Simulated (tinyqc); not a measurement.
Inside a calculation. Method: Born-Oppenheimer dynamics on the UHF/sto-3g surface (energies and gradients from PySCF), for BeH, spin multiplicity 2. Computed by tinyqc, a small Python program that keeps every step (integrals from PySCF). Settings: charge = 0, multiplicity = 2, basis = sto-3g, time step (fs) = 0.5, steps = 16. Command: `OMP_NUM_THREADS=1 python tinyqc.py 21098 21099 out.jsonl` (the two numbers bound the seeds that draw the settings). One thread of a shared host (Intel(R) Xeon(R) Processor @ 2.60GHz), about 1 s of CPU time with the checks.

positions (bohr):
```
,x,y,z
1Be,0.000000,0.000000,0.000000
2H,0.000000,0.000000,2.707978
```

The total energy should stay constant up to terms of order dt^2; the step counts as short enough if it moves by less than 2 % of the largest kinetic energy.

Trajectory:
```
time (fs),1Be-2H (angstrom),potential (hartree),kinetic (hartree),total (hartree)
0.000000,1.433000,-14.92939717,0.00011631,-14.92928087
0.500000,1.432319,-14.92945372,0.00017236,-14.92928137
1.000000,1.425642,-14.92999646,0.00071019,-14.92928628
1.500000,1.413207,-14.93094702,0.00165159,-14.92929543
2.000000,1.395479,-14.93216042,0.00285208,-14.92930834
2.500000,1.373157,-14.93343472,0.00411080,-14.92932392
3.000000,1.347193,-14.93453058,0.00519046,-14.92934012
3.500000,1.318797,-14.93520559,0.00585183,-14.92935376
4.000000,1.289435,-14.93526563,0.00590498,-14.92936065
4.500000,1.260794,-14.93462916,0.00527248,-14.92935667
5.000000,1.234706,-14.93338705,0.00404718,-14.92933987
5.500000,1.213014,-14.93182627,0.00251331,-14.92931296
6.000000,1.197394,-14.93038144,0.00109709,-14.92928435
6.500000,1.189137,-14.92950290,0.00023736,-14.92926554
7.000000,1.188956,-14.92948281,0.00021771,-14.92926510
7.500000,1.196869,-14.93032800,0.00104477,-14.92928323
8.000000,1.212189,-14.93175688,0.00244522,-14.92931166
```

Is the time step short enough?

Yes. The total energy moves within 9.6e-05 hartree, under 2 % of the largest kinetic energy.
